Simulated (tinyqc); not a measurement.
Pump-down curve: gas flow in a process chamber: flow regimes, conductance, effective pumping speed, pump-down, outgassing and purge. Computed by tinyqc, a small Python program. Command: `OMP_NUM_THREADS=1 python tinyqc.py 3120174 3120175 out.jsonl pump walk`. One thread of a shared host (Intel(R) Xeon(R) Processor @ 2.30GHz), about 0.1 s of CPU time with the checks.

Ideal gas, isothermal flow, a pump of constant speed at the end of a round pipe; process gas, volume gas and outgassing are given the same properties. 1 sccm = 101325 Pa x 1e-6 m^3/60 s x T/273.15 K.

Inputs (values chosen for the exercise, modelled on oxygen near room temperature): molar mass M = 32 g/mol; molecular diameter = 0.36 nm; viscosity eta = 20.6 micropascal s; temperature T = 350 K; chamber volume V = 15 L; wall area = 1.6 m^2; pipe diameter d = 10 cm; pipe length l = 120 cm; pump speed S = 120 L/s; outgassing rate after 1 h = 1.8e-05 Pa m^3/(s m^2); outgassing exponent n = 0.88; starting pressure p0 = 2800 Pa.

Constants: k_B = 1.380649e-23 J/K; u = 1.6605390666e-27 kg.

Method:
- Mean speed c = sqrt(8 k_B T/(pi m)); aperture conductance C_a = c pi d^2/16; molecular pipe C_m = C_a/(1 + 3 l/(4 d)) (Dushman form); viscous pipe C_v = pi d^4 p_mean/(128 eta l); Knudsen interpolation C = C_v + C_m (1 + x)/(1 + 1.24 x), x = d p_mean sqrt(m/(k_B T))/eta.
- Effective speed 1/S_eff = 1/S + 1/C_m; time constant V/S_eff; pressure at which the free path k_B T/(sqrt2 pi d_m^2 p) equals d.
- Pump-down: V dp/dt = -S_eff(p) p + q(t) A, with S_eff = S p_2/p, where p_2 solves C((p + p_2)/2) (p - p_2) = S p_2 at each moment, and q(t) = q_1 (1 h/(t + 10 s))^n; integrated adaptively. At long times p = q(t) A/S_eff.
- S_eff(p) is tabulated at 260 pressures and interpolated in ln p. Comparison columns: p0 exp(-t/time constant) with the molecular S_eff (0 below 1e-26 p0), and the outgassing limit.

time constant = 0.283751 s

S_eff in molecular flow = 52.8633 L/s

Pressure against time:
```
t (s)       p (Pa)  S_eff (L/s)  volume gas only (Pa)  outgassing limit (Pa)
0.3     2.5515e+02       119.43            9.7273e+02             9.4295e-02
1       1.7964e+00        78.15            8.2529e+01             8.8994e-02
3       8.1380e-02        51.57            7.1698e-02             7.6827e-02
10      5.4644e-02        51.55            1.3857e-12             5.2587e-02
30      2.9346e-02        51.81                     0             2.8574e-02
100     1.1888e-02        52.29                     0             1.1732e-02
300     4.7411e-03        52.60                     0             4.7140e-03
1000    1.6707e-03        52.77                     0             1.6672e-03
3600    5.4384e-04        52.83                     0             5.4347e-04
20000   1.2043e-04        52.86                     0             1.2042e-04
100000  2.9225e-05        52.86                     0             2.9224e-05
```

What follows from these numbers?

From t = 3 s on the pressure is within 20 % of the outgassing limit, which falls only as (t + 10 s)^-0.88: walls, not volume, set the time to base pressure. Early on viscous flow raises S_eff to 119 L/s, 2.3 times its molecular value.
